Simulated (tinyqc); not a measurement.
Metal-interlayer-semiconductor contact, depinning against tunnelling resistance: one step of the calculation.

Zero bias, n-type semiconductor. Gap states at the semiconductor surface thin out as exp(-be ti), which unpins the barrier; electrons must then cross the interlayer (a rectangular barrier, no voltage drop across it) and the parabolic depleted layer, both by WKB. Energies E are counted from the Fermi level; no image force, parabolic bands.

Problem. Exponents and integrand on an energy grid. With U = phiB - xi: for xi < E < phiB, y = (E - xi)/U and G1 = (U/E00) [sqrt(1 - y) - y ln((1 + sqrt(1 - y))/sqrt(y))], G1 = 0 above phiB; G2 = 2 ti sqrt(mi max(phiB + dE - E, 0)/C), C = hbar^2/(2 m0); f = 1/(1 + exp(E/Vt)); integrand exp(-G1 - G2) f.

Values chosen for this exercise; semiconductor values close to those of silicon; interlayer mass of the order of that in aluminium oxide, offset chosen freely: temperature T = 300 K; interlayer thickness ti = 0.4 nm; conduction-band offset of the interlayer above the semiconductor dE = 2.48 eV; tunnelling mass in the interlayer mi = 0.34 m0.

Constants: q = 1.602176634e-19 C, kB = 1.380649e-23 J/K, hbar = 1.054571817e-34 J s, m0 = 9.1093837015e-31 kg, Vt = kB T/q, hbar^2/(2 m0) = 0.0380998212 eV nm^2. Results are converted to the units shown.

E, point 0 to 12 (eV): [-0.04, -0.0175, 0.005, 0.0275, 0.05, 0.0725, 0.095, 0.1175, 0.14, 0.1625, 0.185, 0.2075, 0.23]
phiB = 0.21097788 eV
xi = -0.048452149 eV
E00 = 0.10511600 eV

Find: G1; G2; f; integrand.

Solution.

G1, point 0 to 12: [2.2348, 1.8082, 1.4735, 1.1908, 0.9463, 0.7330, 0.5472, 0.3865, 0.2501, 0.1383, 0.0532, 0.0026, 0.0000]
G2, point 0 to 12: [3.9494, 3.9331, 3.9167, 3.9003, 3.8837, 3.8672, 3.8505, 3.8338, 3.8170, 3.8001, 3.7832, 3.7662, 3.7491]
f, point 0 to 12: [0.82452, 0.66305, 0.45180, 0.25659, 0.12630, 0.057086, 0.024728, 0.010507, 0.0044277, 0.0018591, 7.7947e-4, 3.2660e-4, 1.3681e-4]
integrand, point 0 to 12 (in units of 1e-3): [1.7001, 2.1288, 2.0607, 1.5785, 1.0087, 0.5737, 0.3043, 0.1544, 0.0758, 0.0362, 0.0168, 0.0075, 0.0032]

Range of the model: The depletion charge would drop about 0.13 V across such an interlayer (eps_r near 9) at ti = 0.4 nm and Nd = 7.4e19 cm^-3, against a band bending of 0.26 V; this model leaves that drop out.

Numbers from tinyqc (`OMP_NUM_THREADS=1 python tinyqc.py 2270053 2270054 out.jsonl`; about 0.02 s on one thread of a shared Intel Xeon 2.30GHz).
